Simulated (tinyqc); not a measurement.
Four methods from the same start: geometry relaxation of a small cluster. Computed by tinyqc, a small Python program. Command: `OMP_NUM_THREADS=1 python tinyqc.py 3007303 3007304 out.jsonl relax walk`. One thread of a shared host (Intel(R) Xeon(R) Processor @ 2.30GHz), about 0.02 s of CPU time with the checks.

E = sum_i {sum_j A exp(-p (r_ij/r0 - 1)) - xi sqrt(rho_i)}, rho_i = sum_j exp(-2 q (r_ij/r0 - 1)); the force on i is -sum_j w_ij (R_i - R_j)/r_ij with w_ij = -(2p/r0) A exp(-p (r_ij/r0 - 1)) + (xi q/r0) exp(-2 q (r_ij/r0 - 1)) (rho_i^(-1/2) + rho_j^(-1/2)).

Inputs (values chosen for the exercise, for model atoms):

| quantity | value | unit |
|---|---|---|
| length r0 | 2.36 | angstrom |
| repulsion A | 0.19 | eV |
| hopping xi | 2.47 | eV |
| decay p | 11.8 | - |
| decay q | 3.15 | - |
| step factor eta | 0.006 | angstrom^2/eV |
| largest number of steps | 500 | - |

Potential: Gupta. Method: BFGS.

starting positions (angstrom):
```
            x      y      z
atom 1  -0.01   0.05   0.18
atom 2   2.15  -0.05  -0.03
atom 3   1.33   1.92  -0.18
atom 4   1.46   0.41   1.93
atom 5   1.18   0.54  -1.91
```

Method:
- BFGS: R(new) = R + B F with the inverse Hessian B = eta 1 at first; with s = R(new) - R, y = F - F(new), rho = 1/(y.s): B(new) = (1 - rho s y^T) B (1 - rho y s^T) + rho s s^T, skipped if y.s is not positive.
- No atom moves more than 0.3 angstrom a step (the whole step is scaled). Stop when the largest force component is below 1e-5 eV/angstrom.
- Hessian at the final positions by central differences of the forces; six eigenvalues vanish (translations and rotations). Steepest descent is stable for eta below 2/lambda_max and contracts the softest mode by 1 - eta lambda_min a step.
- Steepest descent: R(new) = R + eta F.
- Conjugate gradient (Polak-Ribiere): d = F + beta d(old), beta = max(0, F.(F - F(old))/|F(old)|^2), d = F at first; step length from one secant, s = eta (F.d)/(F.d - F(R + eta d).d), replaced by eta if that is not positive; R(new) = R + s d.
- FIRE with unit mass: if F.v > 0, v = (1 - a) v + a |v| F/|F|, and after more than 5 such steps in a row dt = min(1.1 dt, 5 dt0), a = 0.99 a; else v = 0, a = 0.1, and dt = dt/2 (not at the first step). Then v = v + dt F, R(new) = R + dt v. dt0 = sqrt(eta), a = 0.1 at first.
- In this comparison each method may take up to 1500 steps.

contraction of the softest mode = 0.963551

non-zero eigenvalues (eV/angstrom^2): 6.0748  6.0748  15.2426  19.8018  19.8018  24.2625  24.2625  45.8170  65.0519

condition number = 10.7085

Cost:

| method | steps | force calls | final E (eV) | calls to reach 1e-2 |
|---|---|---|---|---|
| steepest descent | 308 | 309 | -21.387 | 122 |
| conjugate gradient | 22 | 45 | -21.387 | 25 |
| BFGS | 38 | 39 | -21.387 | 26 |
| FIRE | 116 | 117 | -21.387 | 54 |

What follows from these numbers?

In force calls the order is BFGS (39), conjugate gradient (45), FIRE (117), steepest descent (309). All that converged end at the same energy. Near the minimum steepest descent multiplies the slowest mode by 0.964 in size a step, 62 steps a decade of force, at a condition number of 10.7. It is the dearest here: the others use earlier steps to learn the curvature or to build momentum along soft directions.

Extremes, crossings and ranges named in words are read from the listed rows.
